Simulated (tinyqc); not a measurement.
# Thickness from two neighbouring fringes

Question. At normal incidence a transparent film with an index between those of air and substrate, taken as constant, has reflectance minima at 2 n1 d = (m + 1/2) lam (small phase shifts at the substrate neglected). Find d and the order m of the shorter wavelength.

Parameters, values chosen for the exercise:
```
symbol  value  unit                        meaning
n1      1.672        index of the transparent film
```

wavelengths of two neighbouring reflectance minima (nm): [459, 642.6]

Solution. Neighbouring orders differ by one: 2 n1 d (1/lam1 - 1/lam2) = 1.

d = 480.4 nm
m = 3

tinyqc, about 0.01 s, one thread, Intel Xeon 2.30GHz (shared host): `OMP_NUM_THREADS=1 python tinyqc.py 2870124 2870125 out.jsonl`
